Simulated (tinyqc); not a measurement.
Elastic trap-assisted tunnelling through a dielectric: one step of the calculation.

Emitter at x = 0 (Fermi level 0), collector at x = t (Fermi level -V), band edge U(x) = phi - F x, F = V/t. A trap at x has the energy E = U(x) - Et. With G(u) = (4/(3 F)) sqrt(mo/C) max(u, 0)^1.5, C = hbar^2/(2 m0): S1 = G(phi - E) - G(Et), S2 = G(Et) - G(phi - V - E), T1,2 = exp(-S1,2). The steady rate through one trap is nu T1 T2 (f1 - f2)/(T1 + T2), f1 = f(E), f2 = f(E + V), f(y) = 1/(1 + exp(y/Vt)); both contacts offer states at E.

Task. The best-placed trap against direct tunnelling. At x = xs: E, S1, S2 and the occupation (T1 f1 + T2 f2)/(T1 + T2). Direct tunnelling at E = 0 has S = (4/(3 F)) sqrt(mo/C) [phi^1.5 - max(phi - V, 0)^1.5].

Parameters, values chosen for the exercise; dielectric values close to those of silicon dioxide:
- T = 300 K (temperature)
- phi = 3.08 eV (barrier above the emitter Fermi level)
- mo = 0.52 m0 (tunnelling mass)
- t = 4.5 nm (thickness)
- Et = 2.51 eV (trap depth below the band edge of the dielectric)
- nu = 1e14 1/s (attempt frequency)
- V = 2.34 V (voltage)

Constants: q = 1.602176634e-19 C, kB = 1.380649e-23 J/K, hbar = 1.054571817e-34 J s, m0 = 9.1093837015e-31 kg, Vt = kB T/q, hbar^2/(2 m0) = 0.0380998212 eV nm^2. Results are converted to the units shown.

xs = 1.95 nm

Give: E; S1; S2; occupation; S of direct tunnelling.

Result.

E = -0.4440 eV
S1 = 25.00
S2 = 25.47
occupation = 0.6151
S of direct tunnelling = 45.17

Range of the model: Phonon-assisted (inelastic) capture, chains of traps and a spread of trap depths are left out.

Numbers from tinyqc (`OMP_NUM_THREADS=1 python tinyqc.py 2370053 2370054 out.jsonl`; about 0.05 s on one thread of a shared Intel Xeon 2.30GHz).
